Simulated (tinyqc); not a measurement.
Fully depleted semiconductor-on-insulator film with two gates, non-linear Poisson equation by Newton steps: one step of the calculation.

One dimension across the film, front interface at x = 0, back interface at x = ts. psi is counted from the intrinsic level, n = ni exp(psi/Vt) (source grounded), holes neglected, acceptors ionised. Gates act through Cox = eps0 eox/tox and Cbox = 3.9 eps0/tb with potentials G1 = Vg - (phiM - chi - Vt ln(Nc/ni)) and G2 = Vb - (phiB - chi - Vt ln(Nc/ni)). Classical Boltzmann densities, no interface charge, no depletion in the back plane.

Question. Capacitances and gate potentials. ni = sqrt(Nc Nv) exp(-Eg/(2 Vt)), Eg in volts; Cox, Cbox, G1, G2 as defined; Cs = eps0 eps_r/ts; a = eps0 eps_r/h with h = ts/10; coupling ratio of a depleted film Cs Cbox/(Cox (Cs + Cbox)).

Parameters, values chosen for the exercise; band and dielectric values those of a made-up semiconductor: temperature T = 350 K; band gap Eg = 1.18 eV; relative permittivity eps_r = 13; conduction-band density of states at T Nc = 2.66e19 cm^-3; valence-band density of states at T Nv = 3.57e19 cm^-3; electron affinity chi = 3.92 eV; relative permittivity of the gate insulator (close to silicon dioxide) eox = 3.9; insulator thickness tox = 1.6 nm; film thickness ts = 26 nm; buried-oxide thickness (eps_r 3.9) tb = 58 nm; work function of the front gate phiM = 4.15 eV; work function of the back plane phiB = 4.97 eV; back-gate voltage Vb = 0 V; front-gate voltage Vg = 0.63 V.

Constants: q = 1.602176634e-19 C, kB = 1.380649e-23 J/K, Vt = kB T/q, eps0 = 8.8541878128e-14 F/cm where lengths are in cm. Results are converted to the units shown.

Wanted: ni; Cox; Cbox; Cs; a; G1; G2; coupling ratio.

Answer.

ni = 9.843e10 cm^-3
Cox = 2.158 uF/cm^2
Cbox = 0.05954 uF/cm^2
Cs = 0.4427 uF/cm^2
a = 4.427 uF/cm^2
G1 = 0.9856 V
G2 = -0.4644 V
coupling ratio = 0.02432

Range of the model: In so thin a film or at such density quantum confinement moves the charge away from the interfaces and raises the threshold.

tinyqc, about 0.5 s, one thread, Intel Xeon 2.30GHz (shared host): `OMP_NUM_THREADS=1 python tinyqc.py 2190114 2190115 out.jsonl`
